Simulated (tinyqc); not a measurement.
Superjunction drift layer against a plain one, charge balance: one step of the calculation.

Alternating n and p pillars of equal width wp, doping N and length Lp. When depleted, the lateral field peaks at Ex = q N wp/(2 eps0 eps_r) at the pillar junctions and a uniform vertical field Ey is added; breakdown is taken where Ex^2 + Ey^2 = Ef^2. Only the n pillars conduct, narrowed by the zero-bias depletion. A first-order model: the field peaks at the pillar ends are left out.

Question. Design of the pillars. Ex = a Ef gives N = 2 eps0 eps_r a Ef/(q wp); Ey = Ef sqrt(1 - a^2); Lp = BV/Ey; xd = sqrt(eps0 eps_r Vb/(q N)) on each side; Rsp = 2 Lp/(q mu(N) N (1 - 2 xd/wp)). mu(N) = mi + (mx - mi)/(1 + (N/Nr)^0.9).

Inputs (values chosen for the exercise); values close to those of 4H silicon carbide: relative permittivity of the semiconductor eps_r = 10; mobility at low doping mx = 968 cm^2/(V s); mobility at high doping mi = 39 cm^2/(V s); reference doping of the mobility Nr = 2e17 cm^-3; wanted breakdown voltage BV = 3700 V; width of each pillar wp = 0.8 um; critical field inside the pillars Ef = 2.3 MV/cm; lateral peak field as a share of Ef a = 0.79; built-in voltage of the pillar junctions Vb = 2.8 V.

Constants: q = 1.602176634e-19 C, eps0 = 8.8541878128e-14 F/cm where lengths are in cm. Results are converted to the units shown.

Give: N; Ey; Lp; xd; Rsp.

Answer.

N = 2.510e17 cm^-3
Ey = 1.410 MV/cm
Lp = 26.24 um
xd = 0.07851 um
Rsp = 0.3559 mohm cm^2

The pillars have an aspect ratio of 32.8. Their doping is 68.6 times, and their Rsp 0.0589 times, that of the plain layer.

Computed by the program tinyqc: `OMP_NUM_THREADS=1 python tinyqc.py 2590140 2590141 out.jsonl`, one thread of a shared Intel Xeon 2.30GHz, about 0.01 s for the whole run.
